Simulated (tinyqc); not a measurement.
## Thickness from two neighbouring fringes

Problem. At normal incidence a transparent film with an index between those of air and substrate, taken as constant, has reflectance minima at 2 n1 d = (m + 1/2) lam (small phase shifts at the substrate neglected). Find d and the order m of the shorter wavelength.

Inputs (values chosen for the exercise): index of the transparent film n1 = 1.669.

wavelengths of two neighbouring reflectance minima (nm): 456  509.64706

Solution. Neighbouring orders differ by one: 2 n1 d (1/lam1 - 1/lam2) = 1.

d = 1298 nm
m = 9

Numbers from tinyqc (`OMP_NUM_THREADS=1 python tinyqc.py 2870185 2870186 out.jsonl`; about 0.01 s on one thread of a shared Intel Xeon 2.30GHz).
